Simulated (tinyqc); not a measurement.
Inside a calculation. Model: configuration-coordinate model of a defect: Huang-Rhys factor and luminescence line shape. Computed by tinyqc, a small Python program that keeps every step. Command: `OMP_NUM_THREADS=1 python tinyqc.py 3021659 3021660 out.jsonl ccline walk`. One thread of a shared host (Intel(R) Xeon(R) Processor @ 2.30GHz), about 0.02 s of CPU time with the checks. Intermediate numbers are printed to about 6 digits and carried at full precision; extremes and crossings named in words are read from the listed rows.

Ground state E_g(Q) = (1/2) omega_g^2 Q^2; excited state E_e(Q) = E_0 + (1/2) omega_e^2 (Q - dQ)^2 with omega_e = omega_g and E_0 = E_ZPL. Q is mass-weighted; the dipole does not depend on Q (Condon approximation).

Inputs (values chosen for the exercise, for a model defect in a wide-gap host):
```
quantity                          value              unit
zero-phonon energy E_ZPL           1.89                eV
displacement dQ                   0.383  u^(1/2) angstrom
ground-state phonon hbar omega_g   36.3               meV
temperature T                       200                 K
refractive index n_r               3.02                 -
transition dipole mu                1.7        e angstrom
quenching prefactor nu_0          2e+11               1/s
```

Modes: equal frequencies in both states.

Constants: hbar^2/u = 4.18015928e-03 eV angstrom^2; k_B = 8.617333262e-05 eV/K; hbar = 6.582119569e-16 eV s; e = 1.602176634e-19 C; eps_0 = 8.8541878128e-12 F/m; hbar = 1.054571817e-34 J s; c = 299792458 m/s.

## Huang-Rhys factors and vertical energies

S = hbar omega dQ^2/(2 hbar^2/u) for each state; relaxation energy S hbar omega; absorption at E_0 + S_e hbar omega_e, emission at E_0 - S_g hbar omega_g; the Stokes shift is their difference.

S_g = 0.636915

S_e = 0.636915

relaxation energy, ground state = 0.0231200 eV

relaxation energy, excited state = 0.0231200 eV

vertical absorption energy = 1.91312 eV

vertical emission energy = 1.86688 eV

Stokes shift = 0.0462400 eV

The coupling is weak: at low temperature the zero-phonon line is the strongest line.

## Emission lines at zero temperature

From the lowest excited level the line to ground level n lies at E_ZPL - n hbar omega_g with Franck-Condon weight exp(-S) S^n/n!; the emitted intensity carries a further factor E^3. S = S_g; up to eleven lines, of positive energy only, from n = max(0, integer part of S - 5).

Lines:
```
n   energy (eV)       weight  intensity / largest
0        1.8900  5.28922e-01          1.00000e+00
1        1.8537  3.36878e-01          6.00917e-01
2        1.8174  1.07281e-01          1.80343e-01
3        1.7811  2.27764e-02          3.60390e-02
4        1.7448  3.62665e-03          5.39468e-03
5        1.7085  4.61973e-04          6.45186e-04
6        1.6722  4.90396e-05          6.42148e-05
7        1.6359  4.46201e-06          5.47046e-06
8        1.5996  3.55240e-07          4.07173e-07
9        1.5633  2.51397e-08          2.68974e-08
10       1.5270  1.60119e-09          1.59655e-09
```

The weight peaks at n = 0 and the intensity at n = 0.

## Band at temperature T

Overlaps <m_e|n_g> of harmonic-oscillator functions (Hermite recursion, positive leading coefficients) by a sum over an even grid (700 points from x = -9 to 9 + d for the small table, 1500 points from -16 to 16 + d for the thermal sums), with x = Q sqrt(omega_g/hbar), d = sqrt(2 S_g) and frequency ratio omega_e/omega_g. Initial levels m = 0..24 carry Boltzmann weights exp(-m hbar omega_e/k_B T), normalised; final levels n = 0..79; a line lies at E_ZPL + m hbar omega_e - n hbar omega_g with weight w_m <m|n>^2. Moments are taken over these weights without the E^3 factor; FWHM = 2 sqrt(2 ln 2) x standard deviation; the zero-phonon weight is the sum of w_m <m|m>^2.

mean emission energy = 1.86688 eV

FWHM from the second moment = 0.0770940 eV

zero-phonon weight = 0.472170

skewness = -0.868185

Caution: for small S the spectrum is a set of resolved lines, and a Gaussian width has little meaning.

## Crossing, radiative lifetime and thermal quenching

The curves cross at the root Q_c nearest dQ; the barrier is (1/2) omega_e^2 (Q_c - dQ)^2, with (1/2) omega^2 = (hbar omega)^2/(2 hbar^2/u). k_r = n_r omega^3 mu^2/(3 pi eps_0 hbar c^3) at the vertical emission energy, without local-field correction; k_nr = nu_0 exp(-barrier/k_B T) (Mott-Seitz); yield = k_r/(k_r + k_nr); T_1/2 = barrier/(k_B ln(nu_0/k_r)).

Q_c = 15.8461 u^(1/2) angstrom

classical barrier = 37.6864 eV

radiative lifetime = 4.63853 ns

luminescence yield = 1

quenching temperature T_1/2 = 64005.7 K

The barrier is so high that this route does not halve the yield below 1000 K. Caution: the curves cross far outside the range of the harmonic model, so the barrier and T_1/2 have no quantitative meaning.

## Width and zero-phonon weight against temperature

For comparison: FWHM(0) sqrt(coth(hbar omega_e/2 k_B T)) with FWHM(0) from the first row, and exp(-S_g coth(hbar omega_e/2 k_B T)).

Against temperature:
```
T (K)  mean energy (eV)  FWHM (eV)  coth law (eV)  zero-phonon weight  exp(-S coth)
21              1.86688   0.068219       0.068219            0.528922      0.528922
63              1.86688   0.068304       0.068304            0.528349      0.528081
130             1.86688   0.070944       0.070944            0.510845      0.502169
210             1.86688   0.078107       0.078107            0.466100      0.433904
340             1.86688   0.091923       0.091923            0.392265      0.314610
510             1.86688   0.109097       0.109097            0.322844      0.196141
720             1.86688   0.127906       0.127907            0.269525      0.106564
```

The width grows by a factor 1.87, flat while k_B T is well below hbar omega and as sqrt(T) above; for equal frequencies the coth law is exact. The mean energy stays fixed, as it must for equal frequencies. The zero-phonon weight goes from 0.529 to 0.270; the single exponential assumes equal frequencies, leaves out lines that absorb and emit the same number of phonons, and falls to 0.107.

Checks made by the program: grid overlaps at equal frequencies against the Poisson weights (relative difference below 1e-10); width at T against the coth law (relative difference below 1e-10).
